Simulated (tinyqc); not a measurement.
Inside a calculation. Method: Hubbard chain of 5 sites. Computed by tinyqc, a small Python program that keeps every step. Settings: hopping = 1.2, U = 8.2, mixing = 1, iteration cap = 65. Command: `OMP_NUM_THREADS=1 python tinyqc.py 29959 29960 out.jsonl` (the two numbers bound the seeds that draw the settings). One thread of a shared host (Intel(R) Xeon(R) Processor @ 2.60GHz), about 0.2 s of CPU time with the checks. Later iterations appear only in the table of the cycle.

## Mean-field iteration 1

one-body matrix (hopping and site energies) (eV):
```
         1        2        3        4        5
1   0.9200  -1.2000   0.0000   0.0000   0.0000
2  -1.2000  -0.5000  -1.2000   0.0000   0.0000
3   0.0000  -1.2000  -0.2300  -1.2000   0.0000
4   0.0000   0.0000  -1.2000  -0.4600  -1.2000
5   0.0000   0.0000   0.0000  -1.2000   0.3700
```

U = 8.2000 eV

electrons, up and down: 3  2

mixing = 1

n(up) at the start (a guess, not normalised): 1 0.6500, 2 0.5500, 3 0.6500, 4 0.5500, 5 0.6500

n(down) at the start (a guess): 1 0.3500, 2 0.4500, 3 0.3500, 4 0.4500, 5 0.3500

H(up) = T + U n(down), H(down) = T + U n(up); fill the lowest levels; n(new) = n + mixing (n(out) - n); E = tr T (rho up + rho down) + U sum n_up n_down of the output.

levels, up (eV): 0.9442  2.1324  3.2210  4.5794  5.2131

levels, down (eV): 2.5033  3.4532  5.5861  6.5265  7.0409

energy = 2.7105 eV

n(up) after iteration 1: 1 0.4956, 2 0.5728, 3 0.7692, 4 0.4882, 5 0.6742

n(down) after iteration 1: 1 0.1107, 2 0.7406, 3 0.2762, 4 0.7160, 5 0.1566

## Mean-field iteration 2

As before.

levels, up (eV): 0.9522  1.3909  1.8634  5.8338  6.4596

levels, down (eV): 2.4946  3.2248  5.4753  6.2740  7.2313

energy = 0.9552 eV

n(up) after iteration 2: 1 0.9333, 2 0.1253, 3 0.8781, 4 0.1290, 5 0.9344

n(down) after iteration 2: 1 0.2660, 2 0.6588, 3 0.1608, 4 0.7973, 5 0.1172

## Convergence

Each step fills the lowest levels of T + U n(other spin) and sets n(new) = n + mixing (n(out) - n); stop when output and input agree to 1e-8.

Course of the cycle:
```
iteration     E (eV)  largest |n(out) - n(in)|  mean |n_up - n_down|
1           2.710489                  2.91e-01                0.3583
2           0.955200                  4.47e-01                0.6807
3          -0.789537                  2.95e-01                0.8421
4          -1.268884                  1.58e-01                0.9182
5          -1.294665                  2.15e-02                0.9284
6          -1.295242                  3.74e-03                0.9302
7          -1.295253                  3.78e-04                0.9304
8          -1.295253                  6.34e-05                0.9305
9          -1.295253                  6.78e-06                0.9305
10         -1.295253                  1.14e-06                0.9305
11         -1.295253                  1.36e-07                0.9305
12         -1.295253                  2.12e-08                0.9305
13         -1.295253                  2.72e-09                0.9305
```

local moments n_up - n_down: 1 0.9538, 2 -0.9119, 3 0.9164, 4 -0.9142, 5 0.9561

Converged in 13 iterations. Before convergence this energy mixes input and output and is not variational, so it may rise towards its limit.

## Exact diagonalisation (100 states)

Lowest levels of the sector, and the double occupancy of the lowest state.

lowest levels (eV): -1.8244  -1.3552  -1.0848  -1.0123  -0.7721  -0.4454

double occupancy per site = 0.0412

The mean-field solution above lies 0.5291 eV above the exact energy.

## The lowest level by Lanczos steps

From a random start vector (not printed): a_j = <q_j|H|q_j>, b_j = norm of the remainder after orthogonalising; the Ritz value is the lowest eigenvalue of the tridiagonal matrix of a and b so far.

Lanczos:
```
j   a_j (eV)  b_j (eV)  lowest Ritz value (eV)
1     8.5404    6.6128                8.540424
2     8.3780    6.3862                1.845923
3     8.0059    4.4787               -0.866891
4    11.5101    5.5834               -1.315810
5     8.6177    5.8940               -1.468473
6     9.1052    6.7839               -1.574214
7    10.3966    4.6538               -1.708071
8    11.3663    5.8410               -1.759023
9    10.6193    6.3610               -1.778704
10    7.4289    5.7004               -1.797200
```
